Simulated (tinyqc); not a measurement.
Polytypes by hexagonality, and a cubic inclusion as a quantum well, step by step. Values are carried at full precision from step to step, so a last printed digit may differ when a step is redone from the rounded ones.

A layer is h if its two neighbours in the periodic sequence sit on the same site, k otherwise; the hexagonality h is the share of h layers.

Constants: hbar^2/2m0 = 3.80998211 eV angstrom^2.

Inputs chosen for the exercise (of the order of those of InAs; the results hold for these values, not for the real material): E3 = 0.412 eV (gap of the cubic polytype); E2 = 0.461 eV (gap of 2H); Ev2 = 0.039 eV (valence top of 2H above that of 3C); P2 = 0.0019 C/m^2 (spontaneous polarisation of 2H); m = (0.027, 0.024) m0 (electron mass along c in the cubic layer and in the host); d = 3.504 angstrom (thickness of a double layer); eps = 14.9 (dielectric constant); N = 9 (double layers in the cubic inclusion).

## Hexagonality

Stacking sequences:
```
polytype         sequence
15R       ABCACBCABACABCB
6H                 ABCACB
2H                     AB
4H                   ABCB
3C                    ABC
```

Give the h/k string and h of each.

Hexagonality:
```
polytype       h/k string       h
15R       hkkhkhkkhkhkkhk  0.4000
6H                 hkkhkk  0.3333
2H                     hh  1.0000
4H                   hkhk  0.5000
3C                    kkk  0.0000
```

## Gaps and band edges

Gap: E3 + (E2 - E3) h. Valence top Ev2 h and polarisation P2 h, both counted from 3C; Ec = Ev + gap.

Evaluate for each polytype.

Results:
```
polytype  gap (eV)  Ev (eV)  Ec (eV)  P (C/m^2)
15R         0.4316   0.0156   0.4472    0.00076
6H          0.4283   0.0130   0.4413    0.00063
2H          0.4610   0.0390   0.5000    0.00190
4H          0.4365   0.0195   0.4560    0.00095
3C          0.4120   0.0000   0.4120    0.00000
```

The widest gap is that of 2H, the narrowest that of 3C. Ev and Ec both rise with h, so 3C collects electrons and the more hexagonal side holes: a staggered line-up.

## The bound level without the field

A cubic inclusion of width L = N d in the host (h = 1) is a well of depth V = Ec(host) - Ec(3C). Square well with mass mismatch: k tan(k L/2) = (m_w/m_b) q, k = sqrt(m_w E/c), q = sqrt(m_b (V - E)/c), c = hbar^2/2m0, lowest root. The depth of the level, V - E, is its binding, and the transition to the valence top of the host is gap(host) - (V - E). The step in polarisation gives a field |F| = |P|/(eps eps0) in a thin inclusion, eps0 = 8.8541878e-12 F/m.

Give V, L, the level E, its depth below the host conduction edge and the transition to the valence top of the host, gap(host) - (V - E).

V = 0.0880 eV
L = 31.536 angstrom
E above the bottom = 0.0776 eV
depth below the host edge = 0.0104 eV
transition = 0.4506 eV

The level keeps 12 % of the well depth. The transition lies above the gap of 3C itself (0.412 eV).

## The polarisation field

Give |F|, the drop |F| L, the bound charge |P|/e per cm^2 (e = 1.602176634e-19 C), and, as a first estimate, the shift -|F| L/2 of the transition for an electron centred in the layer and a hole in the host on the high side.

|F| = 0.144 MV/cm
drop = 45.4 meV
bound charge = 1.19e+12 cm^-2
estimated shift = -22.7 meV

The drop is 52 % of the well depth. The host edge on the low side sinks by 23 meV against the centre, more than the 10 meV by which the flat well binds, so the level may not survive the field and the estimate must be checked.

## Checks

- Square-well root against finite differences on a grid of 0.5 angstrom (eV): both 0.078.

Run: tinyqc, `OMP_NUM_THREADS=1 python tinyqc.py 1850945 1850946 out.jsonl`; Intel(R) Xeon(R) Processor @ 2.30GHz, one thread, shared host; about 0.08 s of CPU time with all checks.
